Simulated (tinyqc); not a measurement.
The diagram with and without ligand: potential-pH (Pourbaix) lines of a metal, its cation, its oxide and an oxyanion, with a complexing ligand. Computed by tinyqc, a small Python program. Command: `OMP_NUM_THREADS=1 python tinyqc.py 3023857 3023858 out.jsonl pourb walk`. One thread of a shared host (Intel(R) Xeon(R) Processor @ 2.30GHz), about 0.02 s of CPU time with the checks.

Potentials are against the standard hydrogen electrode; solids and water have unit activity; dG_f of M, H+ and the electron is zero; F = e N_A and s = R T ln(10)/F. The cation carries z = 2.

Inputs (values chosen for the exercise, modelled on nickel):

| quantity | value | unit |
|---|---|---|
| dG_f of the cation | -46.27 | kJ/mol |
| dG_f of the oxide | -212.61 | kJ/mol |
| dG_f of the oxyanion | -286.28 | kJ/mol |
| dG_f of water | -237.14 | kJ/mol |
| temperature T | 298.15 | K |
| log10 of the dissolved activity a | -5 | - |
| log10 of the stability constant beta of ML | 7.7 | - |
| pKa of HL | 9.1 | - |
| total ligand c_L | 0.0042 | mol/L |

Species: M, M2+, MO, MO2(2-).

Constants: R = 8.314462618 J/(mol K); e = 1.602176634e-19 C; N_A = 6.02214076e+23 1/mol.

Method. M2+ + 2e = M; MO + 2H+ + 2e = M + H2O; MO2(2-) + 4H+ + 2e = M + 2H2O. For each, E0 = -dG/(z F), and E = E0 + (s/z) log10 a - (s n_H/z) pH, with no activity term for the oxide. The free ligand is c_L/(1 + 10^(pKa - pH)) (ligand in excess); dissolved metal is a in all, so the free cation is a/alpha, alpha = 1 + beta [L]; the cation line drops by (s/z) log10 alpha.

E0 (V): cation -0.239777, oxide 0.127118, oxyanion 0.974241

s = 0.0591593 V

Lines against the metal (V); the species with the lowest line is stable above it:

| pH | cation | oxide | oxyanion | stable above | cation with ligand | stable above, ligand |
|---|---|---|---|---|---|---|
| 0 | -0.38768 | 0.12712 | 0.82634 | cation | -0.38768 | dissolved |
| 2 | -0.38768 | 0.00880 | 0.58971 | cation | -0.38789 | dissolved |
| 4 | -0.38768 | -0.10952 | 0.35307 | cation | -0.40030 | dissolved |
| 5 | -0.38768 | -0.16868 | 0.23475 | cation | -0.42460 | dissolved |
| 6 | -0.38768 | -0.22784 | 0.11643 | cation | -0.45351 | dissolved |
| 7 | -0.38768 | -0.28700 | -0.00189 | cation | -0.48292 | dissolved |
| 8 | -0.38768 | -0.34616 | -0.12021 | cation | -0.51162 | dissolved |
| 9 | -0.38768 | -0.40532 | -0.23853 | oxide | -0.53467 | dissolved |
| 10 | -0.38768 | -0.46448 | -0.35684 | oxide | -0.54361 | dissolved |
| 12 | -0.38768 | -0.58279 | -0.59348 | oxyanion | -0.54512 | oxyanion |
| 14 | -0.38768 | -0.70111 | -0.83012 | oxyanion | -0.54514 | oxyanion |

What follows from these numbers?

Without ligand the oxide holds 2 of the eleven rows (pH 9 to 10), with it 0. The ligand acts once beta [L] exceeds 1, from pH = pKa - log10(beta c_L) = 3.8 on; its line then falls by at most s/z per pH unit and flattens beyond pKa, 0.157 V below the free cation at most. The oxide line falls faster, by s per pH unit.

Extremes, crossings and ranges named in words are read from the listed rows.
